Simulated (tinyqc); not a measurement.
# Free and trapped electrons in a MOS channel with a dense trap tail, step by step

tinyqc, about 0.02 s, one thread, Intel Xeon 2.30GHz (shared host): `OMP_NUM_THREADS=1 python tinyqc.py 2222168 2222169 out.jsonl` Printed values are rounded.

p-type body, charge-sheet picture, full ionisation (an idealisation for deep acceptors), Boltzmann statistics for free electrons. e = Ec - EF at the surface. Acceptor-like traps of density D(E) = D0 + De exp(-E/Ew) at depth E below Ec, from 0 to Eu, hold n_t = integral of D(E)/(1 + exp((e - E)/Vt)). psi = Eg - Vt ln(Nv/Na) - e; N_dep = sqrt(2 eps0 eps_r Na (psi - Vt)/q); n_f = sqrt(N_dep^2 + 2 eps0 eps_r Vt Nc exp(-e/Vt)/q) - N_dep; Vg = Vfb + psi + q (N_dep + n_t + n_f)/Cox, Cox = eps0 eox/tox.

Values chosen for this exercise; band and dielectric values close to those of 4H silicon carbide:

| symbol | value | unit | meaning |
|---|---|---|---|
| T | 400 | K | temperature |
| Eg | 3.31 | eV | band gap |
| eps_r | 9.72 |  | relative permittivity |
| Nc | 2.65e19 | cm^-3 | conduction-band density of states at T |
| Nv | 3.85e19 | cm^-3 | valence-band density of states at T |
| eox | 3.9 |  | relative permittivity of the insulator |
| tox | 72 | nm | insulator thickness |
| Na | 1.6e16 | cm^-3 | acceptor density |
| Vfb | -2.12 | V | flat-band voltage without trapped charge |
| D0 | 6.6e10 | cm^-2 eV^-1 | constant background density of acceptor-like traps |
| De | 2.9e13 | cm^-2 eV^-1 | density of the tail at the conduction edge |
| Ew | 0.14 | eV | decay energy of the tail |
| Eu | 0.51 | eV | depth below Ec down to which the traps reach |
| mf | 220 | cm^2/(V s) | mobility of free electrons |
| e | 0.158 | eV | Ec - EF at the surface |

Constants: q = 1.602176634e-19 C, kB = 1.380649e-23 J/K, Vt = kB T/q, eps0 = 8.8541878128e-14 F/cm where lengths are in cm. Results are converted to the units shown.

## Trapped charge

Trapezoid rule on 12 equal steps from 0 to Eu, f = 1/(1 + exp((e - E)/Vt)).

| point | E (eV) | D(E) f (cm^-2 eV^-1) |
|---|---|---|
| 0 | 0 | 2.93940e11 |
| 1 | 0.0425 | 7.27270e11 |
| 2 | 0.085 | 1.70388e12 |
| 3 | 0.1275 | 3.42746e12 |
| 4 | 0.17 | 5.08600e12 |
| 5 | 0.2125 | 5.32637e12 |
| 6 | 0.255 | 4.48889e12 |
| 7 | 0.2975 | 3.46894e12 |
| 8 | 0.34 | 2.60943e12 |
| 9 | 0.3825 | 1.95042e12 |
| 10 | 0.425 | 1.45854e12 |
| 11 | 0.4675 | 1.09427e12 |
| 12 | 0.51 | 8.25116e11 |

n_t = 1.35579e12 cm^-2

With 1600 steps n_t = 1.358e12 cm^-2; the coarse value is 0.13 % below it.

## Charges and gate voltage

psi, N_dep, n_f and Vg as defined, with the n_t given; free share n_f/(n_f + n_t); apparent mobility mf n_f/(n_f + n_t); gate voltage spent on traps q n_t/Cox.

psi = 2.88363 V
N_dep = 6.99819e11 cm^-2
n_f = 6.82959e10 cm^-2
Vg = 7.85884 V
free share = 4.79576 %
apparent mobility = 10.5507 cm^2/(V s)
gate voltage spent on traps = 4.52921 V
